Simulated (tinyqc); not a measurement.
Inside a calculation. Model: hydrogen passivation and dissociation of interface defects with a spread of activation energies. Computed by tinyqc, a small Python program that keeps every step. Command: `OMP_NUM_THREADS=1 python tinyqc.py 3009975 3009976 out.jsonl passivation walk`. One thread of a shared host (Intel(R) Xeon(R) Processor @ 2.30GHz), about 0.01 s of CPU time with the checks. Intermediate numbers are printed to about 6 digits and carried at full precision; extremes and crossings named in words are read from the listed rows.

Active defects P react as P + H2 -> HP + H and HP -> P + H; released atomic hydrogen is removed. All defects start active. Activation energies are normally distributed, independently for the two reactions.

Inputs (values chosen for the exercise, for a model interface):
```
quantity                        value    unit
defect density N_0            7.3e+11   cm^-2
mean passivation energy E_f      1.47      eV
spread s_f                      0.087      eV
prefactor k_f0                4.5e-09  cm^3/s
mean dissociation energy E_d     2.63      eV
spread s_d                      0.093      eV
prefactor k_d0                  3e+13     1/s
dissolved hydrogen [H2]       1.8e+18   cm^-3
anneal temperature T              550       K
anneal time t                   12000       s
```

Ambient: hydrogen.

Constants: k_B = 8.617333262e-05 eV/K.

## Sites at the mean energies

a = k_f0 [H2] exp(-E_f/k_B T), b = k_d0 exp(-E_d/k_B T); the active share of one kind of site is b/(a + b) + (a/(a + b)) exp(-(a + b) t).

passivation rate a = 2.74494e-04 1/s

dissociation rate b = 2.38681e-11 1/s

active share, single energy = 0.0371080

steady active share, single energy = 8.69533e-08

## A five-point average

Gauss-Hermite nodes for a unit normal variable, z = 0, +/-1.355626, +/-2.856970 with weights 0.533333, 0.222076, 0.011257; E_f + s_f z is varied at the mean E_d.

Nodes:
```
z            weight  energy (eV)   rate (1/s)  active share
-2.856970  0.011257      1.22144  5.20131e-02   4.58887e-10
-1.355626  0.222076      1.35206  3.30552e-03   7.22070e-09
0.000000   0.533333      1.47000  2.74494e-04   3.71080e-02
1.355626   0.222076      1.58794  2.27943e-05   7.60689e-01
2.856970   0.011257      1.71856  1.44861e-06   9.82767e-01
```

active share, five points = 0.199785

Caution: the spread exceeds 1.3 k_B T, so the integrand is step-like and five points are a rough average.

## Average over the spread

Full average: z from -5 to 5 in steps of 0.125 with normalised weights exp(-z^2/2), energy = mean + spread x z, over both energies.

active share = 0.214730

active defects = 1.56753e+11 cm^-2

The spread changes the active share from 0.0371 to 0.215: sites that passivate slowly or dissociate easily weigh most in the average.

## Isochronal anneals

The formulas are those given above.

Same time, other temperatures:
```
T (K)      a (1/s)      b (1/s)  active share, single energy  active share, spread
450    2.78747e-07  1.05297e-16                  9.96661e-01           9.72781e-01
525    6.26767e-05  1.69915e-12                  4.71366e-01           4.59858e-01
600    3.63939e-03  2.43273e-09                  6.68444e-07           1.46753e-02
675    8.56975e-02  6.92871e-07                  8.08501e-06           9.72251e-05
750    1.07280e+00  6.37234e-05                  5.93955e-05           4.07403e-04
825    8.48236e+00  2.57584e-03                  3.03578e-04           1.46821e-03
900    4.75168e+01  5.62043e-02                  1.18143e-03           4.33414e-03
975    2.04197e+02  7.63208e-01                  3.72368e-03           1.08636e-02
1050   7.12518e+02  7.13965e+00                  9.92090e-03           2.37346e-02
1125   2.10463e+03  4.95724e+01                  2.30120e-02           4.60981e-02
```

The active share is lowest, 9.72e-5, at 675 K of those listed: below, passivation is too slow for this time, and above, dissociation competes. A single energy would promise 6.68e-7 (at 600 K), so among these rows the spread raises the floor by a factor 150.

## Isothermal kinetics

Times are decades about 1/(a + b) of the mean site. The last column is the part of the change still to come; rows stop once it is below 1e-5.

Against time:
```
t (s)     active share, single energy  active share, spread  unreacted part
4.00e+00                  9.98903e-01           9.94417e-01     9.94417e-01
4.00e+01                  9.89080e-01           9.55883e-01     9.55883e-01
4.00e+02                  8.96016e-01           7.75226e-01     7.75225e-01
4.00e+03                  3.33546e-01           3.91032e-01     3.91030e-01
4.00e+04                  1.71303e-05           8.62481e-02     8.62452e-02
4.00e+05                  8.69533e-08           6.43600e-03     6.43282e-03
4.00e+06                  8.69533e-08           1.42069e-04     1.38869e-04
```

A single energy finishes within about two decades of time. With the spread the unreacted part is 0.96 at 40 s and still 0.086 at 40000 s, where one energy leaves 1.7e-5: a width of s/k_B T = 1.84 in ln(rate) stretches the decay markedly.

Checks made by the program: the average on a grid twice as fine (relative difference 1e-07).
